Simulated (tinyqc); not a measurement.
Undoped symmetric double-gate MOSFET, analytic potential model: output curve.

An undoped body of thickness ts between two equal insulators and tied gates; long channel, electrons only, n = ni exp((psi - V)/Vt) with V the quasi-Fermi potential (0 at the source, Vd at the drain), constant mobility, no quantisation. Across the body psi(x) = V - 2 Vt ln[(ts/(2 beta)) sqrt(q ni/(2 eps0 eps_r Vt)) cos(2 beta x/ts)], x from the centre. Q is the electron charge per area of the whole body.

ni = sqrt(Nc Nv) exp(-Eg/(2 Vt)), Eg in volts; r = eps_r tox/(eox ts); V0 = dphi + 2 Vt ln[(2/ts) sqrt(2 eps0 eps_r Vt/(q ni))]. beta (between 0 and pi/2) solves (Vg - V0 - V)/(2 Vt) = ln(beta) - ln(cos beta) + 2 r beta tan(beta). Q = 8 eps0 eps_r Vt beta tan(beta)/ts; I = mu (1/L)(4 eps0 eps_r/ts)(2 Vt)^2 [g(beta_s) - g(beta_d)] per width, g = beta tan(beta) - beta^2/2 + r beta^2 tan^2(beta), with beta_s at V = 0 and beta_d at V = Vd.

Values chosen for this exercise; material values close to those of gallium arsenide:
- T = 273 K (temperature)
- Eg = 1.43 eV (band gap)
- eps_r = 13 (relative permittivity of the semiconductor)
- Nc = 3.78e17 cm^-3 (conduction-band density of states at T)
- Nv = 7.92e18 cm^-3 (valence-band density of states at T)
- eox = 21 (relative permittivity of the gate insulator)
- tox = 5.5 nm (insulator thickness)
- ts = 5 nm (body thickness)
- dphi = -0.12 V (gate work function less that of the intrinsic body)
- mu = 320 cm^2/(V s) (channel mobility)
- L = 1 um (gate length)
- Vg = 1.37 V (gate voltage)

Constants: q = 1.602176634e-19 C, kB = 1.380649e-23 J/K, Vt = kB T/q, eps0 = 8.8541878128e-14 F/cm where lengths are in cm. Results are converted to the units shown.

Results:

| Vd (V) | Qd (nC/cm^2) | Qd/Qs | I (uA/um) |
|---|---|---|---|
| 0.15 | 3385.5 | 0.78302 | 184.96 |
| 0.28 | 2589.0 | 0.59879 | 309.16 |
| 0.41 | 1816.6 | 0.42014 | 400.69 |
| 0.54 | 1085.4 | 0.25104 | 460.86 |
| 0.68 | 394.49 | 0.091238 | 493.45 |
| 0.81 | 25.630 | 0.0059279 | 500.61 |
| 0.94 | 0.12455 | 2.8806e-5 | 500.82 |
| 1.2 | 1.9769e-6 | 4.5722e-10 | 500.82 |

Estimate the missing row, Vd = 1.07 V.

Computed row:

| Vd (V) | Qd (nC/cm^2) | Qd/Qs | I (uA/um) |
|---|---|---|---|
| 1.07 | 4.9645e-4 | 1.1482e-7 | 500.82 |

With this row back in the table: The current rises from 185 to 501 uA/um, while the charge at the drain end falls from 0.78 to 4.6e-10 of that at the source. The current first comes within 1 % of its last value at Vd = 0.81 V among the rows. Over the last rows Qd falls by a factor of e for each Vt of drain voltage: the drain end is in weak inversion. In every row the surface density at the source passes 0.3 Nc, where Boltzmann statistics fail. In every row the body is thin enough for quantum confinement, left out here, to raise the threshold.

Computed by the program tinyqc: `OMP_NUM_THREADS=1 python tinyqc.py 2440167 2440168 out.jsonl`, one thread of a shared Intel Xeon 2.30GHz, about 0.03 s for the whole run.
